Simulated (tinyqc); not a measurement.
Frequency dispersion of an accumulation capacitance by border traps, distributed model: one step of the calculation.

Traps spread evenly through the insulator exchange electrons with the semiconductor by tunnelling, with tau(x) = t0 exp(2 ka x) at depth x from the interface. The admittance per area Y seen at depth x obeys dY/dx = -Y^2/(i w eps0 eox) + q Nb ln(1 + i w tau)/tau, with Y(0) = i w Cs and w = 2 pi f; the gate sees Y(tox) = G + i w C. Working variable y = Y/(i w), in uF/cm^2. Cox = eps0 eox/tox.

Question. Scales and lumped estimate. Cox; trap-free value 1/(1/Cox + 1/Cs); response depth d = ln(1/(w t0))/(2 ka), where w tau = 1; lumped estimate: all traps within d act as C_bt = q Nb d placed at d/2, so C = 1/{1/[1/(1/Cs + d/(2 eps0 eox)) + C_bt] + (tox - d/2)/(eps0 eox)}.

Parameters, values chosen for the exercise; permittivity close to that of hafnium oxide: relative permittivity of the insulator eox = 18.9; insulator thickness tox = 7.1 nm; semiconductor capacitance in accumulation Cs = 4.6 uF/cm^2; density of border traps Nb = 1.1e19 cm^-3 eV^-1; decay constant of the wave function in the insulator ka = 5.2 1/nm; time constant of a trap at the interface t0 = 6e-10 s; frequency f = 100 Hz.

Constants: q = 1.602176634e-19 C, eps0 = 8.8541878128e-14 F/cm where lengths are in cm. Results are converted to the units shown.

Wanted: Cox; trap-free C; d; C_bt; lumped C.

Answer.

Cox = 2.3570 uF/cm^2
trap-free C = 1.5584 uF/cm^2
d = 1.4222 nm
C_bt = 0.25065 uF/cm^2
lumped C = 1.5980 uF/cm^2

The traps within reach amount to 0.0545 Cs and lie in the first 20.0 % of the insulator.

Program tinyqc, `OMP_NUM_THREADS=1 python tinyqc.py 2202157 2202158 out.jsonl`; Intel Xeon 2.30GHz, shared host, one thread, about 0.5 s.
